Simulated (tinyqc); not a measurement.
# Worked calculation: n-type polysilicon, carrier trapping at grain boundaries

tinyqc, about 0.01 s, one thread, Intel Xeon 2.30GHz (shared host): `OMP_NUM_THREADS=1 python tinyqc.py 2830247 2830248 out.jsonl` Printed values are rounded.

One-dimensional grains of size Lg, uniform ionised doping N, monovalent traps Qt at each boundary at a depth Et below (for electrons) or above (for holes) the band edge there, abrupt depletion of width W on each side of a boundary, Boltzmann statistics. xi is the distance from the band edge at the grain centre to the Fermi level. Trapped charge Qt/(1 + exp((xi + VB - Et)/Vt)) = 2 N W, barrier VB = q N W^2/(2 eps0 eps_r).

Inputs (values chosen for the exercise); values of the order met in polycrystalline silicon:
- T = 300 K (temperature)
- eps_r = 11.7 (relative permittivity)
- NB = 2.8e19 cm^-3 (conduction-band density of states at T)
- Lg = 72 nm (grain size)
- Qt = 3.5e12 cm^-2 (trap density of a grain boundary)
- Et = 0.35 eV (depth of the trap level from the majority band edge at the boundary)
- ms = 0.33 m0 (mass for thermionic emission)
- fe = 0.5 (correction factor of the emission rate)
- mug = 140 cm^2/(V s) (mobility inside the grains)
- N = 1.3e18 cm^-3 (doping)

Constants: q = 1.602176634e-19 C, kB = 1.380649e-23 J/K, m0 = 9.1093837015e-31 kg, Vt = kB T/q, eps0 = 8.8541878128e-14 F/cm where lengths are in cm. Results are converted to the units shown.

## Starting value

W = 11 nm.

W at the start = 11 nm

## Iteration 1: new W

Partly depleted grain, xi = Vt ln(NB/N): f = 1/(1 + exp((xi + VB - Et)/Vt)), g = Qt f - 2 N W, g' = -2 Qt f (1 - f) VB/(W Vt) - 2 N, W(new) = W - g/g'.

VB = 0.1216395 V
f = 0.9968699
g = 6.290445e11 cm^-2
g' = -2.693431e11 cm^-2/nm
W after iteration 1 = 13.33548 nm

## Iteration 2: new W

As before.

VB = 0.1787748 V
f = 0.9721708
g = -6.462605e10 cm^-2
g' = -3.582074e11 cm^-2/nm
W after iteration 2 = 13.15506 nm

## Iteration 3: new W

As before.

VB = 0.1739702 V
f = 0.9767811
g = -1.582230e9 cm^-2
g' = -3.412129e11 cm^-2/nm
W after iteration 3 = 13.15042 nm

## Course of the iteration

Stop when the step is below 1e-10 nm, or after 40 iterations.

Course of the iteration:
```
iteration,W before the step (nm),step (nm)
1,11,2.34
2,13.33548,-0.180
3,13.15506,-4.64e-3
4,13.15042,-2.69e-6
5,13.15042,-9.02e-13
```

Converged in 5 iterations.

## Depletion width, Fermi level and barrier

If the trap equation with xi = Vt ln(NB/N) has a root W < Lg/2, the grain is partly depleted; otherwise W = Lg/2 and the trap equation gives xi = Et - VB + Vt ln(Qt/(N Lg) - 1). N* = Qt/Lg.

N* = 4.861111e17 cm^-3
W = 13.15042 nm
xi = 0.07936151 V
VB = 0.1738475 V
share of traps filled = 0.9768885

N is 2.67 N*, and the grain is partly depleted; VB = 6.72 Vt.

## Resistivity and effective mobility

n0 = NB exp(-xi/Vt); mean density n0 (1 - 2 W/Lg) by charge balance in a partly depleted grain, and n0 (sqrt(pi)/2) erf(u)/u with u = sqrt(VB/Vt) in a fully depleted one; v = sqrt(kB T/(2 pi ms m0)); barrier resistivity Vt exp(VB/Vt)/(q fe n0 v Lg); grain resistivity (1 - 2 W/Lg)/(q n0 mug); effective mobility 1/(q mean density total resistivity).

n0 = 1.3e18 cm^-3
mean density = 8.251237e17 cm^-3
v = 4.682857e6 cm/s
barrier resistivity = 6.131081 ohm cm
grain resistivity = 0.02176677 ohm cm
resistivity = 6.152847 ohm cm
effective mobility = 1.229403 cm^2/(V s)

The resistivity is 179 times that of a single crystal with the same N and mobility mug, and the mean density is 63.5 % of N.
